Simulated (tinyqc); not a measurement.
# Inputs raised by 5 %, one at a time

Model: decay of LO phonons and the hot-phonon bottleneck in the cooling of electrons. Computed by tinyqc, a small Python program. Command: `OMP_NUM_THREADS=1 python tinyqc.py 3026097 3026098 out.jsonl hotphonon sens`. One thread of a shared host (Intel(R) Xeon(R) Processor @ 2.30GHz), about 0.01 s of CPU time with the checks.

n(E, T) = 1/(exp(E/(k_B T)) - 1) is the Bose occupation. Electrons have a temperature T_e; the LO modes within their reach share one occupation N; the decay products stay at the lattice temperature.

Inputs (values chosen for the exercise, modelled on indium phosphide):
```
quantity                                             value    unit
LO energy hbar omega                                  44.2     meV
lifetime at T = 0, tau_0                                14      ps
share f of the energy in the softer product           0.19       -
lattice temperature T                                  300       K
electron mass m*                                     0.081     m_0
eps_inf                                               9.49       -
static dielectric constant eps_s                      12.6       -
electron density n                                 2.1e+18  1/cm^3
density of LO modes that the electrons reach, N_m  2.3e+19  1/cm^3
power supplied per electron P                         0.35      nW
```

Decay channel: two unequal phonons (Ridley).

Constants: k_B = 8.617333262e-05 eV/K; c = 299792458 m/s; e^2/(4 pi eps_0) = 14.39964548 eV angstrom; hbar^2/(2 m_0) = 3.80998212 eV angstrom^2; hbar = 6.582119569e-16 eV s; e = 1.602176634e-19 C.

Method:
- Decay rate 1/tau = (1/tau_0) [1 + n(f hbar omega) + n((1 - f) hbar omega)].
- Full width Gamma = 1/(2 pi c tau) in 1/cm, c in cm/s.
- Froehlich coupling alpha = (e^2/(4 pi eps_0)) (1/eps_inf - 1/eps_s) k_0/(2 hbar omega), k_0 = sqrt(m* hbar omega/(hbar^2/(2 m_0))); emission time tau_sp = hbar/(2 alpha hbar omega); bottleneck ratio r = (n/N_m) tau/tau_sp.
- Net emission per electron: [(N + 1) x - N]/tau_sp with x = exp(-hbar omega/(k_B T_e)), a simple two-level balance; steady state of the modes: n [(N + 1) x - N]/tau_sp = N_m (N - N_0)/tau; power per electron P = hbar omega [(N + 1) x - N]/tau_sp.
- With p = P tau_sp/(hbar omega): N = N_0 + r p and x = (p + N)/(N + 1); without hot phonons N = N_0. The mode temperature T_LO solves n(hbar omega, T_LO) = N.

Runs:
```
input moved                            from         to  mode temperature T_LO (K)  LO occupation N  Raman width Gamma (1/cm)  bottleneck ratio r
base run                                  -          -                     310.35          0.23691                    1.4938              5.6598
LO energy hbar omega (meV)             44.2      46.41                     311.08          0.21515                    1.4277              6.0682
lifetime at T = 0, tau_0 (ps)            14       14.7                     310.87          0.23771                    1.4227              5.9428
lattice temperature T (K)               300        315                     324.70          0.25951                    1.5635              5.4076
electron mass m* (m_0)                0.081    0.08505                     310.35          0.23691                    1.4938              5.7995
static dielectric constant eps_s       12.6      13.23                     310.35          0.23691                    1.4938              6.4822
electron density n (1/cm^3)         2.1e+18  2.205e+18                     310.87          0.23771                    1.4938              5.9428
power supplied per electron P (nW)     0.35     0.3675                     310.87          0.23771                    1.4938              5.6598
```

Exponents ln(y'/y) / ln(x'/x):
```
input                             mode temperature T_LO  LO occupation N  Raman width Gamma  bottleneck ratio r
LO energy hbar omega                              0.048           -1.974             -0.928               1.428
lifetime at T = 0, tau_0                          0.034            0.069             -1.000               1.000
lattice temperature T                             0.926            1.867              0.934              -0.934
electron mass m*                                  0.000            0.000              0.000               0.500
static dielectric constant eps_s                  0.000            0.000              0.000               2.781
electron density n                                0.034            0.069              0.000               1.000
power supplied per electron P                     0.034            0.069              0.000               0.000
```

To which inputs is each result most sensitive?

Among the inputs moved here: mode temperature T_LO answers most in size to lattice temperature T (exponent +0.926), next to LO energy hbar omega (+0.048); its exponent is below 0.0005 for electron mass m*, static dielectric constant eps_s. LO occupation N answers most in size to LO energy hbar omega (exponent -1.974), next to lattice temperature T (+1.867); its exponent is below 0.0005 for electron mass m*, static dielectric constant eps_s. Raman width Gamma answers most in size to lifetime at T = 0, tau_0 (exponent -1.000), next to lattice temperature T (+0.934); its exponent is below 0.0005 for electron mass m*, static dielectric constant eps_s, electron density n, power supplied per electron P. Its exponent -1.000 in lifetime at T = 0, tau_0: the width is the inverse lifetime. Bottleneck ratio r answers most in size to static dielectric constant eps_s (exponent +2.781), next to LO energy hbar omega (+1.428); its exponent is below 0.0005 for power supplied per electron P. Its exponent +0.500 in electron mass m*: alpha goes as sqrt(m*). Its exponent +1.000 in electron density n: r is proportional to n.

Caution (all rows): the electrons are degenerate; Pauli blocking and the Fermi energy, left out here, matter.
